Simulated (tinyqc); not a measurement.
Switching kinetics of a ferroelectric film and the memory window of a ferroelectric gate stack: one step, computed by the program tinyqc. Command: `OMP_NUM_THREADS=1 python tinyqc.py 3007772 3007773 out.jsonl feswitch walk`. One thread of a shared host (Intel(R) Xeon(R) Processor @ 2.30GHz), about 0.01 s of CPU time with the checks.

Fields in MV/cm; 1 microcoulomb/cm^2 over eps_0 is 11.29409 MV/cm. In the stack (metal, ferroelectric, interlayer, channel) the channel is taken as a conductor.

Task: Memory window. Saturated branches: P(E) = P_s tanh[(E -/+ E_c)/(2 delta)], delta = E_c/ln[(1 + P_r/P_s)/(1 - P_r/P_s)]; D = P + eps_0 eps_F E. At threshold the channel charge is negligible, so D = 0 on each branch: (1 - s) P(E) + eps_0 eps_F E = 0, with the screened share s. The rising branch has the root E0 between 0 and E_c; window = 2 E0 t_F; its upper bound is 2 E_c t_F.

Inputs (values chosen for the exercise, for a model hafnia-based film):

| quantity | value | unit |
|---|---|---|
| saturation polarisation P_s | 13 | microcoulomb/cm^2 |
| ratio P_r/P_s | 0.71 | - |
| coercive field E_c | 1.5 | MV/cm |
| permittivity of the ferroelectric eps_F | 28 | - |
| thickness t_F | 12 | nm |
| share s of P screened by trapped charge | 0.88 | - |

delta = 0.8453716 MV/cm

Give: field E0; memory window; bound 2 E_c t_F; fixed-charge estimate 2 (1 - s) P_r t_F/(eps_0 eps_F).

Result:

field E0 = 0.3679 MV/cm

memory window = 0.8830 V

bound 2 E_c t_F = 3.6 V

fixed-charge estimate 2 (1 - s) P_r t_F/(eps_0 eps_F) = 1.072 V

The window is limited by the unscreened charge and lies near the fixed-charge estimate.
